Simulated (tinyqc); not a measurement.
Equilibrium and kinetic segregation of a solute to boundaries and growing surfaces: one step, computed by the program tinyqc.

Problem. Segregation at a growing surface. Two-state exchange during growth, dilute: jump up r_u = nu exp(-E_b/(k_B T_g)), jump back r_d = r_u exp(-E_s/(k_B T_g)), nu = 1e13 1/s. In the time 1/R of one monolayer the share carried up is p = [r_u/(r_u + r_d)] [1 - exp(-(r_u + r_d)/R)]; the tail decays as p^n, length -1/ln p monolayers; the equilibrium limit has p = r_u/(r_u + r_d).

Inputs (values chosen for the exercise, for a model alloy):

| quantity | value | unit |
|---|---|---|
| exchange barrier E_b | 1.63 | eV |
| surface segregation energy E_s | 0.46 | eV |
| growth temperature T_g | 620 | K |
| growth rate | 1.9 | monolayers/s |

Constants: k_B = 8.617333262e-05 eV/K.

Give: r_u; r_d; share carried up p; decay length.

Solution.

r_u = 0.5627 1/s

r_d = 1.026e-04 1/s

share carried up p = 0.2563

decay length = 0.7346 monolayers

Exchange is slow against growth: the kinetically limited regime, where cooling or faster growth sharpens the profile.
